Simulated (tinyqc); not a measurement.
# Scale length and length offset from two DIBL values

Inverse problem. DIBL = exp(-Le/(2 l)) + 2 exp(-Le/l) with Le = L - dL. Find l, dL and the drawn length for a DIBL of 100 mV/V.

DIBL at drawn lengths 160 and 230 nm (mV/V): 74.927846  20.576807

Solution. With e = exp(-Le/(2 l)), 2 e^2 + e = DIBL gives e and so Le/l at each length; Le/l is a straight line in L with slope 1/l.

l = 29.0 nm
dL = 2.50 nm
length for 100 mV/V = 145 nm

Program tinyqc, `OMP_NUM_THREADS=1 python tinyqc.py 2002149 2002150 out.jsonl`; Intel Xeon 2.30GHz, shared host, one thread, about 0.01 s.
